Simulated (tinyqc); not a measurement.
Bulk resistivity and mean free path from two films.

Inverse problem. In the thick-film limit single-crystal films obey rho = rho0 (1 + 3 (1 - ps) lam/(8 d)). Find rho0, lam and the product rho0 lam.

Inputs (values chosen for the exercise):
- ps = 0 (specular share of surface scattering)

rho at d = 18 and 62 nm (uohm cm): 7.5122500  6.4674274

Answer. rho is a straight line in 1/d: the intercept is rho0 and the slope (3/8)(1 - ps) rho0 lam. Without ps only the product (1 - ps) lam could be found.

rho0 = 6.040 uohm cm
lam = 11.70 nm
rho0 lam = 70.67 uohm cm nm

tinyqc, about 0.01 s, one thread, Intel Xeon 2.30GHz (shared host): `OMP_NUM_THREADS=1 python tinyqc.py 2100090 2100091 out.jsonl`
